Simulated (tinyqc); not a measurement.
Off-state leakage of single and stacked transistors: two steps of the calculation.

n-channel devices of unit width. Subthreshold current I(Vg, Vs, Vd) = I0 (T/300 K)^0.5 exp[(Vg - Vs - VT(T) - gb (Vs - Vb) + dd (Vd - Vs))/(nf Vt)] (1 - exp(-(Vd - Vs)/Vt)), VT(T) = VT - cT (T - 300 K). Gate-edge tunnelling Ig (Vd/1 V) exp(ag (Vd - 1 V)), for a gate at 0 V, and band-to-band leakage Ab u exp(-Bb/u), u = Vd - Vb + 1 V, flow at a drain held at V; both are taken as independent of T. In a stack of off transistors (all gates at 0 V) the same subthreshold current passes through each.

Inputs (values chosen for the exercise); values of the order met in bulk silicon logic transistors: temperature T = 358 K; supply voltage V = 0.9 V; threshold at 300 K, zero drain and body bias VT = 0.39 V; fall of the threshold with temperature cT = 0.6 mV/K; current at threshold at 300 K I0 = 0.13 uA/um; slope factor nf = 1.23; drain-induced lowering per volt dd = 0.13; rise of the threshold per volt of source-body bias gb = 0.24; gate-edge tunnelling current at 1 V Ig = 1e-6 uA/um; exponential slope of the gate current ag = 4.9 1/V; prefactor of band-to-band leakage at the drain Ab = 20 uA/(um V); its exponential voltage Bb = 29 V; body voltage Vb = 0 V.

Constants: q = 1.602176634e-19 C, kB = 1.380649e-23 J/K, Vt = kB T/q. Results are converted to the units shown.

Problem 1. Leakage of one transistor. Vg = Vs = 0, Vd = V; effective threshold VT(T) - gb Vb - dd V.

Give: effective threshold; parts; total; shares.

Solution 1.

effective threshold = 0.23820 V
parts (nA/um): subthreshold 0.26673, gate edge 5.5136e-4, band-to-band 0.0089347
total = 0.27622 nA/um
shares (%): subthreshold 96.566, gate edge 0.19961, band-to-band 3.2346

The subthreshold part is the largest.

Problem 2. New Vx. Stack of two, Vx the node between them: I_low = I(0, 0, Vx), I_up = I(0, Vx, V), f = ln(I_up/I_low), f' = -(1 + gb + 2 dd)/(nf Vt) - 1/(Vt (exp(Vx/Vt) - 1)) - 1/(Vt (exp((V - Vx)/Vt) - 1)), Vx(new) = Vx - f/f'.

Vx after iteration 1 = 0.079963896 V

Give: I_low; I_up; f; f'; Vx after iteration 2.

Solution 2.

I_low = 0.01487 nA/um
I_up = 0.01487 nA/um
f = 1.863e-4
f' = -42.15 1/V
Vx after iteration 2 = 0.07997 V

Program tinyqc, `OMP_NUM_THREADS=1 python tinyqc.py 2242155 2242156 out.jsonl`; Intel Xeon 2.30GHz, shared host, one thread, about 0.03 s.
